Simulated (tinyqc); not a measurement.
Undoped gate-all-around wire MOSFET, analytic charge model: one step of the calculation.

An undoped round wire of radius R under an insulator shell and a surrounding gate; long channel, electrons only, n = ni exp((psi - V)/Vt) with V the quasi-Fermi potential (0 at the source, Vd at the drain), constant mobility, no quantisation. The radial Poisson equation gives n(r) = n(0)/(1 - (1 - b) r^2/R^2)^2 with b = Q0/(Q + Q0). Q is the electron charge per area of the wire surface.

Problem. Charge at the source by Newton steps. With V = 0: f = Q/Cox + Vt ln(Q/Q0) + Vt ln(1 + Q/Q0) - (Vg - V0); f' = 1/Cox + Vt/Q + Vt/(Q + Q0); Q(new) = Q - f/f'.

Inputs (values chosen for the exercise):
- T = 400 K (temperature)
- Vg = 0.71 V (gate voltage)

Constants: q = 1.602176634e-19 C, kB = 1.380649e-23 J/K, Vt = kB T/q. Results are converted to the units shown.

Q at the start = 47 nC/cm^2
Cox = 2.7860311 uF/cm^2
Q0 = 472.03949 nC/cm^2
V0 = 0.65397197 V

Give: f; f'; Q after iteration 1.

Solution.

f = -0.11540 V
f' = 0.0011587 V cm^2/nC
Q after iteration 1 = 146.60 nC/cm^2

Numbers from tinyqc (`OMP_NUM_THREADS=1 python tinyqc.py 2460091 2460092 out.jsonl`; about 0.02 s on one thread of a shared Intel Xeon 2.30GHz).
